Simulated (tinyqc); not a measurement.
# Which input was changed?

Model: Berg model of reactive sputtering of a nitride or oxide: poisoning, hysteresis and pumping speed. Computed by tinyqc, a small Python program. Command: `OMP_NUM_THREADS=1 python tinyqc.py 3026298 3026299 out.jsonl berg which`. One thread of a shared host (Intel(R) Xeon(R) Processor @ 2.30GHz), about 0.1 s of CPU time with the checks.

A diatomic gas reacts with bare metal on the target and on the collecting surfaces; ions remove metal and compound from the target. theta_t and theta_c are the compound fractions.

Inputs (values chosen for the exercise, close to those used for aluminium oxide):
```
quantity,value,unit
ion current density J,38,mA/cm^2
target area A_t,280,cm^2
collecting area A_c,1600,cm^2
metal yield Y_m,0.87,-
compound yield Y_c,0.042,-
sticking coefficient alpha,0.6,-
reactive atoms per metal atom z,1.5,-
gas mass M,32,u
pumping speed S,620,l/s
gas temperature T,300,K
reactive partial pressure P,0.0094,Pa
```

Constants: e = 1.602176634e-19 C; u = 1.6605390666e-27 kg; k_B = 1.380649e-23 J/K.

Method. Ion flux j = J/e; gas flux F = P/sqrt(2 pi M k_B T). Target: (2/z) alpha F (1 - theta_t) = j Y_c theta_t. Sputtered flows F_c = j Y_c theta_t A_t, F_m = j Y_m (1 - theta_t) A_t. Collector: (2/z) alpha F (1 - theta_c) A_c + F_c (1 - theta_c) = F_m theta_c. Gas use Q = alpha F [(1 - theta_t) A_t + (1 - theta_c) A_c] + P S/(k_B T); 1 sccm = 4.4780e17 molecules/s. Rate R = F_m + F_c, given relative to j Y_m A_t.

Task: One of these inputs alone was changed, within the range given: target area A_t (140 to 560); collecting area A_c (800 to 3200); metal yield Y_m (0.435 to 1.74); pumping speed S (310 to 1240). Which one, and to what value?

Results:
```
run,theta_c,total flow Q (sccm),rate relative to clean metal
before,0.6421992,25.66137,0.3623726
after,0.6030349,24.28804,0.3623726
```

Result:

Each candidate set to reproduce theta_c, and what it then gives:
```
candidate,range searched,value needed,total flow Q (sccm),rate relative to clean metal
target area A_t (cm^2),140 to 560,334.3,28.391,0.36237
collecting area A_c (cm^2),800 to 3200,1340,24.288,0.36237
metal yield Y_m,0.435 to 1.74,1.028,27.784,0.35740
pumping speed S (l/s),310 to 1240,no effect,-,-
```

Only collecting area A_c fits every result: it went from 1600 to 1340 cm^2. The next best candidate, metal yield Y_m, misses one result by 14 %.
